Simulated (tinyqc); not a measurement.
What each parameter does: metal-induced gap states at the contact of a metal chain and a two-band chain.

The semiconductor alternates sites A at -Eg/2 and C at +Eg/2 with hopping -t; the gap runs from -Eg/2 to Eg/2. In the gap cosh(q a) = 1 + (Eg^2/4 - E^2)/(2 t^2) and the amplitude changes by -exp(-q a) a period. The metal has site energy 0 and hopping -tm; its end site has g_m = (E - i sqrt(4 tm^2 - E^2))/(2 tm^2). Sites 1, 2, ... count into the semiconductor, with energies e1, e2 alternating. The clean half chain has g1 = 1/(E - e1 - t^2 g2), g2 = 1/(E - e2 - t^2 g1), decaying root. With the contact G11 = 1/(1/g1 - tc^2 g_m), and the density on site j is -Im G_jj/pi = |psi_j/psi_1|^2 (-Im G11/pi), per spin, with psi_2/psi_1 = -t g2, psi_3/psi_2 = -t g1.

Constants: e^2/(4 pi eps0) = 14.39964547 eV angstrom.

Values chosen for the exercise (gap and optical dielectric constant near those of SiC; the chain itself is a model; shifted at random, so the results belong to these values and not to a real crystal):
```
symbol  value  unit      meaning
Eg      3.39   eV        gap
t       2.6    eV        hopping in the semiconductor
tm      1.55   eV        hopping in the metal
tc      2.7    eV        hopping across the contact
end     C                site that touches the metal
a       3.08   angstrom  period (two sites); one chain for each area a^2
eps     6.3              dielectric constant
E       -0.31  eV        energy from mid-gap
```

xi = 1/(2q), summed density, and S = 1/(1 + 4 pi e^2 N xi/eps), N = 2 (summed density)/a^2.

Results for these values:
```
case  xi (angstrom)  summed density (1/eV)       S
base          2.443                0.10092  0.4011
```

What happens to each result for Eg = 3.729 eV, all else kept?

Answer: xi falls from 2.443 to 2.222; summed density falls from 0.10092 to 0.09136; S rises from 0.4011 to 0.4486.

The same for each parameter in turn:
```
case           xi (angstrom)  summed density (1/eV)       S
base                   2.443                0.10092  0.4011
Eg = 3.729 eV          2.222                0.09136  0.4486
t = 2.86 eV            2.680                0.10187  0.3769
tm = 1.705 eV          2.443                0.10048  0.4022
tc = 2.97 eV           2.443                0.09705  0.4106
eps = 6.93             2.443                0.10092  0.4242
end = A                2.443                0.08442  0.4447
```

The decay length belongs to the semiconductor alone; the metal and the contact set only the amplitude.

tinyqc: `OMP_NUM_THREADS=1 python tinyqc.py 1482295 1482296 out.jsonl`; about 0.01 s, one thread, shared Intel(R) Xeon(R) Processor @ 2.30GHz.
